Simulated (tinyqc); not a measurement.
# Vertical double-diffused power MOSFET, components of the on-resistance, step by step

Numbers from tinyqc (`OMP_NUM_THREADS=1 python tinyqc.py 2230135 2230136 out.jsonl`; about 0.01 s on one thread of a shared Intel Xeon 2.30GHz). Printed values are rounded.

Stripe cells of pitch Wp + a, two channels a cell. Current flows through the channels, spreads in the accumulation layer, passes the gap between the p bodies and spreads at 45 degrees into the drift layer below them. Low drain voltage, full ionisation.

Inputs (values chosen for the exercise); bulk values close to those of silicon: temperature T = 300 K; relative permittivity eps_r = 11.9; critical-field constant Kc = 4000 V/cm per (cm^-3)^(1/8); rated breakdown voltage of the drift layer BV = 100 V; drift mobility at 300 K mud = 1250 cm^2/(V s); temperature exponent of the drift mobility bt = 2.5; gate oxide thickness (eps_r 3.9) tox = 48 nm; gate overdrive Vov = 5 V; channel mobility mch = 320 cm^2/(V s); accumulation-layer mobility mac = 880 cm^2/(V s); channel length Lc = 0.7 um; width of the p body in one cell, channels included Wp = 2.4 um; gap between neighbouring p bodies a = 2.3 um; depth of the p body xp = 1.7 um; doping of the gap over the drift doping Nj = 3; built-in voltage of the body junction Vbi = 0.784 V; substrate and contact resistance Rs = 0.24 mohm cm^2.

Constants: q = 1.602176634e-19 C, eps0 = 8.8541878128e-14 F/cm where lengths are in cm. Results are converted to the units shown.

## Drift layer

Triangular field at breakdown with Ec = Kc N^(1/8): BV = eps0 eps_r Ec^2/(2 q N), so N = (eps0 eps_r Kc^2/(2 q BV))^(4/3); W = 2 BV/Ec; mu = mud (T/300 K)^(-bt); rho = 1/(q mu N); ideal resistance rho W.

drift doping N = 4.24718e15 cm^-3
Ec = 0.359395 MV/cm
drift thickness W = 5.56490 um
electron mobility mu at T = 1250 cm^2/(V s)
drift resistivity rho = 1.17565 ohm cm
ideal resistance = 0.654239 mohm cm^2

## Components of the on-resistance

Pitch p = Wp + a, Cox = 3.9 eps0/tox; zero-bias depletion in the gap w0 = sqrt(2 eps0 eps_r Vbi/(q N Nj)), open gap g = a - 2 w0; R_ch = Lc p/(2 mch Cox Vov); R_acc = 0.6 a p/(4 mac Cox Vov), 0.6 being an empirical factor for current leaving the layer along its length; R_gap = (rho/Nj) xp p/g; spreading depth t = min(W, (p - g)/2); R_drift = (rho p/2) ln((g + 2 t)/g) + rho (W - t); R_on = the sum with Rs.

w0 = 0.284482 um
g = 1.73104 um
components (mohm cm^2): channel 0.142914, accumulation 0.0512262, gap 0.180883, drift 0.755674, substrate 0.24
R_on = 1.37070 mohm cm^2
shares (%): channel 10.4263, accumulation 3.7372, gap 13.1964, drift 55.1306, substrate 17.5093

The drift term is the largest. R_on is 2.10 times the ideal drift resistance rho W, and spreading raises the drift term to 1.16 times it.
